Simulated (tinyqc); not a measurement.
MOSFET in saturation, small-signal circuit and noise: two steps of the calculation.

Bias by the inversion coefficient IC = I/Ispec (charge-based model with velocity saturation; weak inversion below 0.1, strong above 10). Common-source circuit: gm, gds, Cgs, Cgd and Cj at the inner nodes, Rg in series with the gate; quasi-static, no source or drain resistance, no gate-body capacitance, no substrate network, no induced gate noise, so fmax is an upper estimate.

Parameters, values chosen for the exercise:
- T = 300 K (temperature)
- L = 28 nm (gate length)
- W = 20 um (total gate width)
- Cox = 1.96 uF/cm^2 (gate capacitance)
- mu = 290 cm^2/(V s) (mobility)
- n = 1.26 (slope factor)
- Ls = 15 nm (velocity-saturation length)
- sg = 0.15 (ratio gds/gm)
- IC = 0.28 (inversion coefficient)
- gw = 0.13 (short-channel excess of the noise factor)
- Nt = 1.3e17 cm^-3 eV^-1 (oxide trap density)
- lt = 0.1 nm (tunnelling length into the oxide)
- ac = 0 V s/C (Coulomb scattering coefficient)

Constants: q = 1.602176634e-19 C, kB = 1.380649e-23 J/K, Vt = kB T/q. Results are converted to the units shown.

Task 1. Current, transconductance and gain. Ispec = 2 n mu Cox (W/L) Vt^2, lc = Ls/L, gms = [sqrt((lc IC + 1)^2 + 4 IC) - 1]/[2 + lc (lc IC + 1)], gm = gms Ispec/(n Vt), gds = sg gm.

Find: Ispec; I; gms; gm; gds; gm/I.

Result 1.

Ispec = 683.78 uA
I = 191.46 uA
gms = 0.21515
gm = 4.5164 mS
gds = 0.67746 mS
gm/I = 23.590 1/V

Task 2. Noise at the gate. Channel noise Sid = 4 kB T gam n gm with gam = (1/2 + (2/3) qs)/(1 + qs) + gw lc IC, qs = [sqrt(1 + 4 IC) - 1]/2, lc = Ls/L (the last term an empirical rise with velocity saturation); at the gate, white noise Sw = Sid/gm^2 + 4 kB T Rg. Number fluctuation with correlated mobility: S(f) = K/f, K = q^2 Vt lt Nt/(W L Cox^2) (1 + ac mu Cox I/gm)^2, Vt in eV with Nt per eV. Corner fc = K/Sw. Full shot noise would be 2 q I.

I = 191.45772 uA
gm = 4.5164085 mS
Rg = 10.744048 ohm

Find: gam; Sid; Sid/(2 q I); sqrt(Sw); K; fc.

Result 2.

gam = 0.5504
Sid = 5.190e-23 A^2/Hz
Sid/(2 q I) = 0.8459
sqrt(Sw) = 1.650 nV/Hz^0.5
K = 4.010e-11 V^2
fc = 14.73 MHz

The gate resistance gives 6.5 % of the white noise power.

Program tinyqc, `OMP_NUM_THREADS=1 python tinyqc.py 2150128 2150129 out.jsonl`; Intel Xeon 2.30GHz, shared host, one thread, about 0.01 s.
